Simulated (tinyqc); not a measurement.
Worked calculation: plane-wave Kohn-Sham cycle with exchange-only LDA in a layered model solid. Computed by tinyqc, a small Python program that keeps every step. Settings: points = 16, plane-wave index or count = 2, electrons = 4, k points = 3, area = 32.0, mixing = 0.5, iteration cap = 64. Command: `OMP_NUM_THREADS=1 python tinyqc.py 31334 31335 out.jsonl` (the two numbers bound the seeds that draw the settings). One thread of a shared host (Intel(R) Xeon(R) Processor @ 2.60GHz), about 0.01 s of CPU time with the checks. Later iterations appear only in the table of the cycle.

## Iteration 1: potential

A solid whose potential varies along x alone (atomic units):
```
parameter                      value
period a                    4.200000
cross-section of the cell  32.000000
electrons per cell                 4
grid points                       16
plane waves -n..n, n               2
k points                           3
V1 in V1 cos(2 pi x/a)     -0.210000
```

density at the start, on the grid x_j = j a/N (e/bohr^3): [0.02976190, 0.02976190, 0.02976190, 0.02976190, 0.02976190, 0.02976190, 0.02976190, 0.02976190, 0.02976190, 0.02976190, 0.02976190, 0.02976190, 0.02976190, 0.02976190, 0.02976190, 0.02976190]

V_H(G) = 4 pi rho(G)/G^2 for G != 0 (uniform background); v_x = -(3 rho/pi)^(1/3); V = V_ext + V_H + v_x; Fourier components f(G_m) = (1/N) sum_j f(x_j) exp(-i G_m x_j).

Potentials on the grid (hartree):
```
x             V_ext       V_H        v_x          V
0.000000  -0.210000  0.000000  -0.305172  -0.515172
0.262500  -0.194015  0.000000  -0.305172  -0.499186
0.525000  -0.148492  0.000000  -0.305172  -0.453664
0.787500  -0.080364  0.000000  -0.305172  -0.385535
1.050000          0  0.000000  -0.305172  -0.305172
1.312500   0.080364  0.000000  -0.305172  -0.224808
1.575000   0.148492  0.000000  -0.305172  -0.156679
1.837500   0.194015  0.000000  -0.305172  -0.111157
2.100000   0.210000  0.000000  -0.305172  -0.095172
2.362500   0.194015  0.000000  -0.305172  -0.111157
2.625000   0.148492  0.000000  -0.305172  -0.156679
2.887500   0.080364  0.000000  -0.305172  -0.224808
3.150000          0  0.000000  -0.305172  -0.305172
3.412500  -0.080364  0.000000  -0.305172  -0.385535
3.675000  -0.148492  0.000000  -0.305172  -0.453664
3.937500  -0.194015  0.000000  -0.305172  -0.499186
```

V(G_m), m = 0, 1, 2, ... (hartree): [-0.305172, -0.105000, 0.000000, 0.000000, 0.000000]

## Iteration 1: Hamiltonian at one k

k = 0.000000 2 pi / a

H(m,m') = (k + G_m)^2/2 delta + V(G_m - G_m'), with V(-G) = V(G).

H (hartree), order -2, -1, +0, +1, +2:
```
[[4.170840, -0.105000, 0.000000, 0.000000, 0.000000],
 [-0.105000, 0.813831, -0.105000, 0.000000, 0.000000],
 [0.000000, -0.105000, -0.305172, -0.105000, 0.000000],
 [0.000000, 0.000000, -0.105000, 0.813831, -0.105000],
 [0.000000, 0.000000, 0.000000, -0.105000, 4.170840]]
```

## Iteration 1: levels at that k

Diagonalise the Hermitian matrix.

eigenvalues (hartree): [-0.324582, 0.810550, 0.829956, 4.174120, 4.174125]

## Iteration 1: new density

Motion across x is left out: the lowest 2 band(s) hold two electrons at each of the k points (j + 1/2)/nk - 1/2. Residual R = rho(out) - rho(in); rho(new) = rho(in) + 0.5 R. rho(out) = 2/(a A nk) sum |psi|^2 with psi = sum c exp(i G x). Harris energy E = band energy - dV sum rho (V_H/2 + v_x) + (3/4) dV sum rho v_x with rho(in), dV = a A/N, band energy = (2/nk) sum of the filled levels.

rho(out) (e/bohr^3): [0.02856397, 0.02989436, 0.03284101, 0.03507080, 0.03467297, 0.03140523, 0.02669259, 0.02267723, 0.02111813, 0.02267723, 0.02669259, 0.03140523, 0.03467297, 0.03507080, 0.03284101, 0.02989436]

density after iteration 1 (e/bohr^3): [0.02916294, 0.02982813, 0.03130146, 0.03241635, 0.03221744, 0.03058357, 0.02822725, 0.02621957, 0.02544002, 0.02621957, 0.02822725, 0.03058357, 0.03221744, 0.03241635, 0.03130146, 0.02982813]

energy per cell = 0.63072558 hartree

## Iteration 2: potential

As before.

Potentials on the grid (hartree):
```
x             V_ext        V_H        v_x          V
0.000000  -0.210000   0.007780  -0.303110  -0.505330
0.262500  -0.194015   0.007990  -0.305398  -0.491423
0.525000  -0.148492   0.008081  -0.310345  -0.450757
0.787500  -0.080364   0.006865  -0.313987  -0.387485
1.050000          0   0.003450  -0.313344  -0.309894
1.312500   0.080364  -0.001986  -0.307954  -0.229577
1.575000   0.148492  -0.008079  -0.299833  -0.159420
1.837500   0.194015  -0.012869  -0.292549  -0.111404
2.100000   0.210000  -0.014683  -0.289621  -0.094303
2.362500   0.194015  -0.012869  -0.292549  -0.111404
2.625000   0.148492  -0.008079  -0.299833  -0.159420
2.887500   0.080364  -0.001986  -0.307954  -0.229577
3.150000          0   0.003450  -0.313344  -0.309894
3.412500  -0.080364   0.006865  -0.313987  -0.387485
3.675000  -0.148492   0.008081  -0.310345  -0.450757
3.937500  -0.194015   0.007990  -0.305398  -0.491423
```

V(G_m), m = 0, 1, 2, ... (hartree): [-0.304972, -0.102880, 0.002518, 0.000119, 0.000058]

## Iteration 2: Hamiltonian at one k

k = 0.000000 2 pi / a

As before.

H (hartree), order -2, -1, +0, +1, +2:
```
[[4.171039, -0.102880, 0.002518, 0.000119, 0.000058],
 [-0.102880, 0.814031, -0.102880, 0.002518, 0.000119],
 [0.002518, -0.102880, -0.304972, -0.102880, 0.002518],
 [0.000119, 0.002518, -0.102880, 0.814031, -0.102880],
 [0.000058, 0.000119, 0.002518, -0.102880, 4.171039]]
```

## Iteration 2: levels at that k

As before.

eigenvalues (hartree): [-0.323560, 0.808358, 0.831977, 4.174136, 4.174257]

## Iteration 2: new density

As before.

rho(out) (e/bohr^3): [0.02841395, 0.02976992, 0.03278204, 0.03508816, 0.03474432, 0.03148857, 0.02675128, 0.02270097, 0.02112601, 0.02270097, 0.02675128, 0.03148857, 0.03474432, 0.03508816, 0.03278204, 0.02976992]

density after iteration 2 (e/bohr^3): [0.02878844, 0.02979902, 0.03204175, 0.03375226, 0.03348088, 0.03103607, 0.02748926, 0.02446027, 0.02328301, 0.02446027, 0.02748926, 0.03103607, 0.03348088, 0.03375226, 0.03204175, 0.02979902]

energy per cell = 0.63031961 hartree

## Convergence

Stop when sqrt(dV sum R^2) is below 1e-8, dV = a A/N.

Course of the cycle:
```
iteration  E (hartree)  norm of the residual
1           0.63072558              5.22e-02
2           0.63031961              2.61e-02
3           0.63015675              1.31e-02
4           0.63010351              6.63e-03
5           0.63008754              3.35e-03
6           0.63008294              1.70e-03
7           0.63008165              8.60e-04
8           0.63008129              4.37e-04
9           0.63008119              2.22e-04
10          0.63008117              1.13e-04
11          0.63008116              5.76e-05
...                ...                   ...
14          0.63008116              7.68e-06
15          0.63008116              3.93e-06
16          0.63008116              2.01e-06
17          0.63008116              1.03e-06
18          0.63008116              5.27e-07
19          0.63008116              2.70e-07
20          0.63008116              1.39e-07
21          0.63008116              7.11e-08
22          0.63008116              3.65e-08
23          0.63008116              1.87e-08
24          0.63008116              9.61e-09
```

Converged in 24 iterations. Before convergence this energy mixes input and output and is not variational, so it may rise towards its limit.
